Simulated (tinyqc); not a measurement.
Six-transistor SRAM cell, nodal equations and margins: two steps of the calculation.

Two cross-coupled inverters (pull-down bn, pull-up bp) hold the nodes Q and QB; access transistors (ba, threshold VTn, gate on the word line at Vdd when selected) join them to the bit lines. Transistor (EKV form, voltages against the body): I = 2 n b Vt^2 [F(vp - Vs) - F(vp - Vd)] from drain to source, F(v) = ln^2(1 + exp(v/(2 Vt))), vp = (Vg - VT + sg |Vd - Vs|)/n. n-channel bodies are at 0; for the p-channel device all voltages are counted down from Vdd. b in uA/V^2 gives I in uA. For an access transistor the bit line is the drain and the node the source. In a read both bit lines are at Vdd. The cell is symmetric (no mismatch).

Parameters, values chosen for the exercise:

| symbol | value | unit | meaning |
|---|---|---|---|
| T | 400 | K | temperature |
| Vdd | 0.8 | V | supply voltage |
| n | 1.28 |  | slope factor |
| sg | 0.056 |  | drain-induced barrier lowering |
| VTn | 0.43 | V | n-channel threshold |
| VTp | 0.28 | V | p-channel threshold (magnitude) |
| bn | 530 | uA/V^2 | gain factor of the pull-down transistor |
| ba | 350 | uA/V^2 | gain factor of the access transistor |
| bp | 290 | uA/V^2 | gain factor of the pull-up transistor |

Constants: q = 1.602176634e-19 C, kB = 1.380649e-23 J/K, Vt = kB T/q. Results are converted to the units shown.

Task 1. Node voltages in a read by Newton steps. F1 = In(gate QB, drain Q) - Ip(gate QB, drain Q) - Ia(bit line, Q), F2 the same with Q and QB exchanged; J by central differences with +/- 1e-6 V; solve J d = -F, limit each component to +/- 0.15 V and add.

(Q, QB) at the start (V): Q 0.00000000, QB 0.80000000

Give: F1, F2; J; (Q, QB) after iteration 1.

Result 1.

F1, F2 (uA): -23.618  0.000

J (uS):
```
         Q      QB
F1  344.33    0.09
F2    0.01  150.46
```

(Q, QB) after iteration 1 (V): Q 0.06859, QB 0.80000

Task 2. The largest square in the read butterfly. f(x) is the node voltage of one half-cell in a read for input x (In - Ip - Ia = 0). Static noise margin: side of the largest square between the curve (x, f(x)) and its mirror image (f(y), y); with h(c) the root x of f(x) - x = c, it is the maximum over c > 0 of h(c) - h(-c) + c.

c, point 0 to 6 (V): 0.11  0.18  0.25  0.31  0.36  0.4  0.43

Give: h(c); h(-c); side.

Result 2.

```
point  h(c) (V)  h(-c) (V)  side (V)
0        0.4439     0.4603    0.0937
1        0.4396     0.4752    0.1445
2        0.4330     0.4995    0.1835
3        0.4212     0.5261    0.2050
4        0.4025     0.5510    0.2115
5        0.3799     0.5723    0.2075
6        0.3584     0.5891    0.1992
```

The maximum over c is 211.5 mV, the read margin; with the word line off (no Ia) the same construction gives 302.3 mV.

Program tinyqc, `OMP_NUM_THREADS=1 python tinyqc.py 2340036 2340037 out.jsonl`; Intel Xeon 2.30GHz, shared host, one thread, about 0.1 s.
